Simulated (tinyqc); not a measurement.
# Solid solubility of a dopant against its melt (retrograde solidus), clustering and the electrically active fraction, step by step

A worked calculation. Computed by tinyqc, a small Python program that keeps every step. Command: `OMP_NUM_THREADS=1 python tinyqc.py 3005043 3005044 out.jsonl retro walk`. One thread of a shared host (Intel(R) Xeon(R) Processor @ 2.30GHz), about 0.01 s of CPU time with the checks. Intermediate numbers are printed to about 7 digits and carried at full precision; extremes and crossings named in words are read from the listed rows.

Inputs (values chosen for the exercise, of the order of those of copper in silicon for the solubility):
```
quantity                                      value            unit
melting point of the host T_m                  1687               K
heat of melting of the host H_f                50.2          kJ/mol
interaction L of the melt                       -11          kJ/mol
enthalpy of transfer from melt to solid H      1.33              eV
entropy of transfer S                          2.22             k_B
site density N0                               5e+22          1/cm^3
temperature T                                  1465               K
total dopant density N_t                    1.8e+20          1/cm^3
atoms per cluster m                               3               -
cluster scale N* at 1273 K                  1.5e+20          1/cm^3
activation energy E_b of the cluster scale     0.57              eV
anneal temperature T_a                         1025               K
prefactor of n_i                              4e+16  1/(cm^3 K^1.5)
energy E_i in n_i                             0.602              eV
mobility mu                                      80      cm^2/(V s)
```

Clustering: clusters that take up free electrons.

Constants: R = 8.314462618 J/(mol K); k_B = 8.617333262e-05 eV/K; e = 1.602176634e-19 C; N_A = 6.02214076e+23 1/mol.

## Liquidus and solidus at T

x_l and x_s are atom fractions of the dopant in melt and solid; the solid is dilute. Liquidus of the host: R T ln(1 - x_l) + L x_l^2 = -H_f (1 - T/T_m). Distribution: k = x_s/x_l = exp[L (1 - x_l)^2/(R T)] exp(S/k_B - H/(k_B T)), the first factor being the activity coefficient in the melt. Solubility = x_s N0; at T_m x_l = 0.

x_l = 0.3504277

distribution coefficient k = 1.672193e-04

x_s = 5.859828e-05

solubility = 2.929914e+18 1/cm^3

k at the melting point = 4.469695e-04

k has changed by a factor 0.37 from its value at T_m, while x_l has grown from 0 to 0.350.

## The retrograde maximum

The largest x_s N0 between 900 K and T_m. For an ideal melt with constant heats the maximum has x_l = H_f/(H + H_f), H in the same units.

temperature of the maximum = 1526.542 K

largest solubility = 3.169436e+18 1/cm^3

x_l there = 0.2690741

ideal-melt value H_f/(H + H_f) = 0.2811923

The maximum lies 160 K below T_m: above it the melt runs out of dopant, below it k falls as exp(-H/(k_B T)).

## The solidus

The formulas are those given above.

Against temperature:
```
T (K)        x_l             k  solubility (1/cm^3)  over the maximum
1000   0.8003618  1.731127e-06         6.927641e+16         0.0218576
1100   0.7225167  6.766521e-06         2.444462e+17         0.0771261
1200   0.6350099  2.063450e-05         6.551555e+17         0.2067104
1300   0.5375914  5.170693e-05         1.389860e+18         0.4385196
1400   0.4287652  1.102617e-04         2.363820e+18         0.7458172
1500   0.3051433  2.044493e-04         3.119317e+18         0.9841868
1580   0.1909151  3.046041e-04         2.907676e+18         0.9174112
1640   0.0913821  3.870388e-04         1.768421e+18         0.5579608
1675   0.0248391  4.327151e-04         5.374137e+17         0.1695613
```

Between the first rows the Arrhenius energy of the solubility is 1.20 eV, against H = 1.33 eV; it shrinks to zero at 1527 K and turns negative beyond. A crystal saturated at the maximum precipitates dopant-rich liquid on cooling and on heating alike. Below a eutectic or compound temperature another phase would set the limit.

## Active fraction after the anneal

A highly soluble donor (another dopant than that of the solidus) is limited by clustering. Donors N_a are active, and clusters hold m atoms each: N_t = N_a + m C, m C = N* (N_a/N*)^m (n/N*)^m, each atom taking one electron, n = N_a/2 + sqrt(N_a^2/4 + n_i^2), n_i = prefactor x T^1.5 exp(-E_i/(k_B T)), with N*(T) = N*(1273 K) exp[-(E_b/k_B)(1/T - 1/1273)]. Resistivity = 1/(e mu N_a).

N*(T_a) = 4.266778e+19 1/cm^3

active density N_a = 5.126952e+19 1/cm^3

active fraction = 0.2848307

resistivity = 1.521740 milliohm cm

Doubling the dose would raise N_a by only 15 %. Caution: this clustering law is a generic form; degeneracy and a doping-dependent mobility are left out.

## Active against total

A highly soluble donor (another dopant than that of the solidus) is limited by clustering. Donors N_a are active, and clusters hold m atoms each: N_t = N_a + m C, m C = N* (N_a/N*)^m (n/N*)^m, each atom taking one electron, n = N_a/2 + sqrt(N_a^2/4 + n_i^2), n_i = prefactor x T^1.5 exp(-E_i/(k_B T)), with N*(T) = N*(1273 K) exp[-(E_b/k_B)(1/T - 1/1273)].

Active density (1/cm^3):
```
N_t (1/cm^3)    N_a at T_a   fraction  N_a at T_a + 150 K  N_a at T_a - 150 K
1.00e+19      9.992522e+18  0.9992522        9.999823e+18        9.028537e+18
3.00e+19      2.714629e+19  0.9048762        2.991272e+19        1.435421e+19
1.00e+20      4.454935e+19  0.4454935        7.658686e+19        1.888646e+19
2.00e+20      5.244973e+19  0.2622487        9.794275e+19        2.153985e+19
5.00e+20      6.286452e+19  0.1257290        1.218745e+20        2.535499e+19
1.00e+21      7.128129e+19  0.0712813        1.397880e+20        2.857017e+19
2.00e+21      8.045387e+19  0.0402269        1.587086e+20        3.213786e+19
5.00e+21      9.407754e+19  0.0188155        1.862953e+20        3.749514e+19
```

The exponent d ln N_a/d ln N_t falls from 0.91 to 0.17, towards 1/(2m) = 0.167. At the highest dose a 150 K hotter anneal gives 1.98 times the active density, and a later step 150 K cooler would cut it to 0.40 if it ran to equilibrium: short hot anneals come last.

Checks made by the program: the ideal-melt maximum (relative difference 2e-09).
